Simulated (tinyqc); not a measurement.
What moves the optical constants: free-carrier optics of a doped semiconductor (Drude model with one polar phonon).

eps(E) = ei [1 - Ep^2/(E^2 + i E Gam)] + (es - ei) wT^2/(wT^2 - E^2 - i E gT), with Ep^2 = 8 pi c (e^2/(4 pi eps0)) N/(m ei), c = hbar^2/2m0, N in 1/angstrom^3 (1e-24 per 1/cm^3); Gam = hbar/tau, tau = mu m m0/e with m0/e = 5.685630e-12 kg/C and mu in m^2/(V s). Energies in meV.

n + i k = sqrt(eps1 + i eps2) with k >= 0; R = ((n - 1)^2 + k^2)/((n + 1)^2 + k^2) at normal incidence from vacuum; alpha = 2 E k/(hbar c), times 1e8 for 1/cm; loss function Im(-1/eps) = eps2/(eps1^2 + eps2^2).

Constants: hbar^2/2m0 = 3.80998211 eV angstrom^2; e^2/(4 pi eps0) = 14.39964547 eV angstrom; hbar = 6.58211957e-16 eV s; hbar c = 1973.269805 eV angstrom.

Inputs chosen for the exercise (mass and dielectric values near those of GaN; N and mu are free inputs; interband absorption and the rise of the mass with filling are left out; not measured data):
```
symbol  value    unit        meaning
N       4.5e+19  1/cm^3      carrier density
m       0.205    m0          conductivity mass
mu      65       cm^2/(V s)  mobility
ei      5.48                 high-frequency dielectric constant
wT      70.6     meV         TO phonon
es      9.63                 static dielectric constant
gT      0.5      meV         phonon damping
E       548.2    meV         photon energy
```

At the energy E.

One parameter was then changed.

Results before and after:
```
case     Ep (meV)  Gam (meV)       R  alpha (1/cm)
base       235.02      86.88  0.1267      2.06e+03
changed    229.43      86.88  0.1361      2.00e+03
```

Which of these changes was made? (a) mu = 39 cm^2/(V s); (b) m = 0.246 m0; (c) E = 657.8 meV; (d) N = 6.75e+19 1/cm^3; (e) ei = 5.75.

Answer: (e) ei = 5.75. Of the candidates, run in turn, only this one gives the changed row.

All candidates:
```
case                 Ep (meV)  Gam (meV)       R  alpha (1/cm)
base                   235.02      86.88  0.1267      2.06e+03
N = 6.75e+19 1/cm^3    287.83      86.88  0.1092      3.27e+03
m = 0.246 m0           214.54      72.40  0.1321      1.41e+03
mu = 39 cm^2/(V s)     235.02     144.80  0.1284      3.27e+03
ei = 5.75              229.43      86.88  0.1361      2.00e+03
E = 657.8 meV          235.02      86.88  0.1375      1.39e+03
```

Program tinyqc; command `OMP_NUM_THREADS=1 python tinyqc.py 1682682 1682683 out.jsonl`; about 0.01 s on one thread of a shared Intel(R) Xeon(R) Processor @ 2.30GHz.
